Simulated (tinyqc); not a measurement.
What each parameter does: valley splitting of a silicon quantum well in envelope theory.

The well lies at 0 < z < L; U(z) = V0 [1/(1 + exp(z/w)) + 1/(1 + exp((L - z)/w))] - e F z, 1 mV/nm = 1e-4 eV/angstrom. The envelope psi solves -(c/ml) psi'' + U psi = E psi, c = hbar^2/2m0, by three-point differences on a grid of 0.1 angstrom from -40 to L + 40 angstrom. The two valleys at +/- k0 couple through D = C0 times the integral of exp(-i q z) U(z) psi^2, q = 2 k0 (2 pi/a), and split by Ev = 2|D|.

Random alloy: with Y(z) = Yw + (Yb - Yw) B(z), B the bracket in U, and in-plane density exp(-r^2/ad^2)/(pi ad^2), D gains a random complex part of variance sigma^2 = (C0^2/pi)(a^2 V0/(8 ad (Yb - Yw)))^2 (4/a) times the integral of psi^4 Y (1 - Y). Alone it gives a mean splitting sqrt(pi) sigma; together with the smooth part the rms splitting is 2 sqrt(|D|^2 + sigma^2).

Constants: hbar^2/2m0 = 3.80998211 eV angstrom^2.

Inputs chosen for the exercise (near those of a strained Si well in SiGe; not measured data): L = 70 angstrom (well width); V0 = 0.14 eV (conduction offset); ml = 0.925 m0 (mass along z); w = 0.5 angstrom (interface width parameter); F = 12.7 mV/nm (field pressing towards the upper interface); k0 = 0.846 2 pi/a (valley position); a = 5.431 angstrom (lattice constant); C0 = 0.25 (Bloch overlap factor); Yb = 0.22 (Ge share of the barrier); Yw = 0 (Ge share of the well); ad = 160 angstrom (dot radius).

Orbital spacing, psi^2 at z = L, the smooth splitting and sigma; V0 is held fixed when Yw changes.

One parameter was then changed.

Results before and after:
```
case     E2 - E1 (meV)  psi^2(L) (1e-3/angstrom)  2|D| (micro-eV)  sigma (micro-eV)
base             32.87                     8.883            93.94               9.4
changed          33.17                     7.050            93.85               8.9
```

Which of these changes was made? (a) Yw = 0.03; (b) k0 = 0.826 2 pi/a; (c) L = 76 angstrom; (d) F = 19.05 mV/nm; (e) w = 0.35 angstrom; (f) ad = 200 angstrom; (g) V0 = 0.175 eV; (h) C0 = 0.3.

Answer: (g) V0 = 0.175 eV. Of the candidates, run in turn, only this one gives the changed row.

All candidates:
```
case               E2 - E1 (meV)  psi^2(L) (1e-3/angstrom)  2|D| (micro-eV)  sigma (micro-eV)
base                       32.87                     8.883            93.94               9.4
ad = 200 angstrom          32.87                     8.883            93.94               7.5
Yw = 0.03                  32.87                     8.883            93.94              59.0
L = 76 angstrom            32.57                     8.878            93.96               9.4
V0 = 0.175 eV              33.17                     7.050            93.85               8.9
w = 0.35 angstrom          32.87                     8.976           165.99               9.0
F = 19.05 mV/nm            41.83                    13.369           141.96              14.5
k0 = 0.826 2 pi/a          32.87                     8.883           100.97               9.4
C0 = 0.3                   32.87                     8.883           112.73              11.3
```

Program tinyqc; command `OMP_NUM_THREADS=1 python tinyqc.py 1250794 1250795 out.jsonl`; about 0.06 s on one thread of a shared Intel(R) Xeon(R) Processor @ 2.30GHz.
